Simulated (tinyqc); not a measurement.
Stress in a transistor channel from embedded alloy regions, liners and fins, by half-space elasticity: one step, computed by the program tinyqc.

Plane strain in an isotropic half-space, the same constants everywhere; x along the channel from its centre, y downwards from the free surface; stress is positive in tension.

Problem. Mobility change, linear estimate. d mu/mu = -(pi_L s_xx + pi_z s_yy) for the embedded regions alone; the stress across the width is left out.

Inputs (values chosen for the exercise, modelled on silicon): longitudinal piezoresistance coefficient = -31.7 1e-11/Pa; vertical piezoresistance coefficient = 54 1e-11/Pa.

Stressor: Si(1-x)C(x) source and drain.

s_xx = 564.4261 MPa

s_yy = 2.302360 MPa

Give: mobility change.

Solution.

mobility change = 17.768 %

The vertical stress supplies -0.12 of these points. Caution: beyond a few hundred MPa bulk piezoresistance coefficients no longer describe an inversion layer well.
